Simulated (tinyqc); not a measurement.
Worked calculation: six-band Luttinger-Kohn model with strain. Values are carried at full precision from step to step, so a last printed digit may differ when a step is redone from the rounded ones.

Constants: hbar^2/2m0 = 3.80998211 eV angstrom^2.

Values chosen for the exercise (near those of Si; shifted at random, so the results belong to these values and not to a real crystal):
- C11 = 167 GPa
- C12 = 64.1 GPa
- C44 = 80.1 GPa
- load = uniaxial [111] (kind of stress)
- X = 1.79 GPa (stress)
- Dso = 0.044 eV (spin-orbit splitting)
- g1 = 4.28 (Luttinger gamma1)
- g2 = 0.34 (gamma2)
- g3 = 1.44 (gamma3)
- av = 2.46 eV (valence hydrostatic potential)
- b = -2.11 eV (tetragonal shear potential)
- d = -4.78 eV (trigonal shear potential)
- k = (0.056, 0.06, 0) 1/angstrom (wave vector)
- kmax = 0.12 1/angstrom (end of the path)

## Strain from a uniaxial [111] stress

s11 = (C11 + C12)/((C11 - C12)(C11 + 2 C12)), s12 = -C12/((C11 - C12)(C11 + 2 C12)), s44 = 1/C44; exx = s11 sxx + s12 (syy + szz) and cyclic, exy = s44 sxy/2; tension is positive. A uniaxial stress X along the unit vector n is s_ij = X n_i n_j.

s11, s12, s44 (1/TPa): 7.6080  -2.1102  12.4844

strain tensor:
```
          x         y         z
x  0.002021  0.003725  0.003725
y  0.003725  0.002021  0.003725
z  0.003725  0.003725  0.002021
```

The volume changes by +0.606 %; there is shear in the cubic axes, so d enters.

## The terms P, Q, R, S at one k

P = c g1 k^2 - av tr(e); Q = c g2 (kx^2 + ky^2 - 2 kz^2) - (b/2)(exx + eyy - 2 ezz); R = c sqrt3 [-g2 (kx^2 - ky^2) + 2i g3 kx ky] + (sqrt3/2) b (exx - eyy) - i d exy; S = 2 c sqrt3 g3 (kx - i ky) kz - d (exz - i eyz); c = hbar^2/2m0, e the strain tensor (not engineering shear).

Form the four terms.

Terms (eV):
```
term            from k       from strain
P              0.10984          -0.01492
Q              0.00873           0.00000
R     0.00104+0.06386i          0.01780i
S              0.00000  0.01780-0.01780i
```

## The Hamiltonian

Six-band Luttinger-Kohn model in the basis |3/2,3/2>, |3/2,1/2>, |3/2,-1/2>, |3/2,-3/2>, |1/2,1/2>, |1/2,-1/2>, electron energies, zero at the top of the unstrained valence band. H = -[rows: (P+Q, -S, R, 0, -S/r2, r2 R); (-S*, P-Q, 0, R, -r2 Q, r32 S); (R*, 0, P-Q, S, r32 S*, r2 Q); (0, R*, S*, P+Q, -r2 R*, -S*/r2); (-S*/r2, -r2 Q, r32 S, -r2 R, P+Dso, 0); (r2 R*, r32 S*, r2 Q, -S/r2, 0, P+Dso)], r2 = sqrt(2), r32 = sqrt(3/2). Levels are twofold.

Each term is the sum of its two parts.

H(k) (eV):
```
                  3/2,3/2          3/2,1/2         3/2,-1/2         3/2,-3/2          1/2,1/2         1/2,-1/2
3/2,3/2           -0.1037   0.0178-0.0178i  -0.0010-0.0817i                0   0.0126-0.0126i  -0.0015-0.1155i
3/2,1/2    0.0178+0.0178i          -0.0862                0  -0.0010-0.0817i           0.0123  -0.0218+0.0218i
3/2,-1/2  -0.0010+0.0817i                0          -0.0862  -0.0178+0.0178i  -0.0218-0.0218i          -0.0123
3/2,-3/2                0  -0.0010+0.0817i  -0.0178-0.0178i          -0.1037   0.0015-0.1155i   0.0126+0.0126i
1/2,1/2    0.0126+0.0126i           0.0123  -0.0218+0.0218i   0.0015+0.1155i          -0.1389                0
1/2,-1/2  -0.0015+0.1155i  -0.0218-0.0218i          -0.0123   0.0126-0.0126i                0          -0.1389
```

## Levels and their make-up

Diagonalise H. The weights add +m and -m and are averaged over each pair; m is taken along z.

levels from the top, each twofold (eV): 0.0257  -0.0821  -0.2724

weights:
```
               top  second  third
|3/2,+-3/2>  0.539   0.042  0.419
|3/2,+-1/2>  0.238   0.606  0.156
|1/2,+-1/2>  0.223   0.352  0.425
```

The top pair is 54 % |3/2,+-3/2>, the second pair is 61 % |3/2,+-1/2> and the third pair is 43 % |1/2,+-1/2>.

## Band edges at k = 0
Diagonalise H at k = 0. The weights add +m and -m (m along z) and are averaged over each pair.

edges from the top (eV): 0.0458  0.0216  -0.0666

weights at k = 0:
```
               top  second  third
|3/2,+-3/2>  0.500   0.287  0.213
|3/2,+-1/2>  0.500   0.287  0.213
|1/2,+-1/2>  0.000   0.425  0.575
```

The stress splits the top two pairs by 24.2 meV, 0.93 times kT at 300 K (25.85 meV); the third lies 112.4 meV below the top, against Dso = 44 meV without stress.

## Hole masses at the edges

Curvature at k = 0: m/m0 = -2 c h^2/(E(h u) + E(-h u) - 2 E(0)) with h = 0.0002 1/angstrom along the unit vector u.

Hole masses (m0):
```
direction    top  second  third
[110]      0.352   0.323  0.145
[1-10]     0.175   0.183  0.605
[100]      0.234   0.234  0.234
[001]      0.234   0.234  0.234
```

Of the directions listed, the top pair is lightest along [1-10] (0.175) and heaviest along [110] (0.352). These masses hold only for hole energies well below the splitting of 24 meV.

## Bands along [110] and [001]

Six points from 0 to kmax in each direction.

Levels (eV):
```
direction  |k| (1/angstrom)      top   second    third  top, no stress  second, no stress
[110]                 0.000   0.0458   0.0216  -0.0666          0.0000             0.0000
[110]                 0.024   0.0408   0.0139  -0.0821         -0.0035            -0.0139
[110]                 0.048   0.0338  -0.0137  -0.1321         -0.0103            -0.0450
[110]                 0.072   0.0283  -0.0588  -0.2223         -0.0167            -0.0861
[110]                 0.096   0.0225  -0.1182  -0.3544         -0.0228            -0.1415
[110]                 0.120   0.0160  -0.1918  -0.5279         -0.0296            -0.2125
[001]                 0.000   0.0458   0.0216  -0.0666          0.0000             0.0000
[001]                 0.024   0.0365   0.0121  -0.0760         -0.0079            -0.0108
[001]                 0.048   0.0098  -0.0168  -0.1049         -0.0316            -0.0418
[001]                 0.072  -0.0324  -0.0653  -0.1552         -0.0711            -0.0889
[001]                 0.096  -0.0893  -0.1310  -0.2298         -0.1264            -0.1490
[001]                 0.120  -0.1613  -0.2108  -0.3316         -0.1975            -0.2226
```

## Checks

- Levels against the same model in the basis X, Y, Z times spin: they agree to 1e-10 or better.

tinyqc: `OMP_NUM_THREADS=1 python tinyqc.py 1081459 1081460 out.jsonl`; about 0.03 s, one thread, shared Intel(R) Xeon(R) Processor @ 2.30GHz.
